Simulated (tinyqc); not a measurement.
Inside a calculation: standing waves and exposure in a photoresist film. Values are carried at full precision from step to step, so a last printed digit may differ when a step is redone from the rounded ones.

Normal incidence from air. Unexposed resist: N1 = n1 + i k1 with k1 = (A + B) lam/(4 pi), lam in micrometres. r01 = (1 - N1)/(1 + N1), t01 = 2/(1 + N1). Below the resist lie the layer Na = na + i ka and the substrate Ns = ns + i ks: r12 = (r1a + ras x)/(1 + r1a ras x), x = exp(4 pi i Na da/lam), r1a = (N1 - Na)/(N1 + Na), ras = (Na - Ns)/(Na + Ns). With p = exp(2 pi i N1 d/lam), the field at depth z is E(z) = t01 [exp(2 pi i N1 z/lam) + r12 p^2 exp(-2 pi i N1 z/lam)]/(1 + r01 r12 p^2), the relative intensity I(z) = n1 |E(z)|^2 and the reflectance R = |(r01 + r12 p^2)/(1 + r01 r12 p^2)|^2.

Inputs chosen for the exercise (a resist on polySi, indices near tabulated ones; shifted at random, so the results belong to these values and not to a real crystal):
- lam = 365 nm (vacuum wavelength)
- n1 = 1.71 (resist index)
- A = 0.48 1/micrometre (bleachable absorption (Dill A))
- B = 0.03 1/micrometre (fixed absorption (Dill B))
- d = 702 nm (resist thickness)
- ns = 4.949 (substrate n)
- ks = 2.592 (substrate k)
- na = 1.798 (n of the bottom antireflection layer)
- ka = 0.286 (its k)
- da = 58 nm (its thickness)
- C = 0.02 cm^2/mJ (exposure rate (Dill C))
- D = 40 mJ/cm^2 (incident dose)
- Ld = 5 nm (diffusion length of the post-exposure bake)

## Interface coefficients

Form N1, r01, t01 and r12.

N1 = 1.71000+0.01481i
r01 = -0.2620-0.0040i
t01 = 0.7380-0.0040i
r12 = 0.1988+0.1177i
|r12|^2 = 0.0534

Next to the bottom the intensity swings by a factor ((1 + |r12|)/(1 - |r12|))^2 = 2.56 between antinode and node; without the layer |r12|^2 would be 0.3350.

## Round trip and reflectance

Form p^2, the denominator and R; the period of the standing wave is lam/(2 n1).

p^2 = -0.6175-0.3277i
1 + r01 r12 p^2 = 1.0215+0.0365i
R = 0.1340
period = 106.73 nm

The film holds 6.58 periods.

## Intensity and exposure over the lowest period

Nine depths from d - period to d. Without bleaching during the exposure the share of unexposed compound is m = exp(-C D I).

Profile:
```
z (nm)      I      m
595.3   0.937  0.472
608.6   0.964  0.462
622.0   0.828  0.516
635.3   0.605  0.616
648.6   0.425  0.712
662.0   0.390  0.732
675.3   0.518  0.661
688.7   0.732  0.557
702.0   0.904  0.485
```

I runs from 0.390 to 0.964 on these points, so m runs from 0.462 to 0.732; the least exposed point listed lies 40.0 nm above the bottom.

## Smoothing by the bake

Gaussian diffusion of length Ld multiplies a cosine of period L by exp(-2 pi^2 Ld^2/L^2). Give that factor, and the Ld that leaves 10 %.

factor = 0.958
Ld for 10 % = 36.45 nm

## Checks

- R against the transfer-matrix product: both 0.13396.

Computed by tinyqc, a small Python program: `OMP_NUM_THREADS=1 python tinyqc.py 1681308 1681309 out.jsonl` (the numbers bound the seed that draws the inputs); one thread of a shared host (Intel(R) Xeon(R) Processor @ 2.30GHz), about 0.01 s for the whole set of steps.
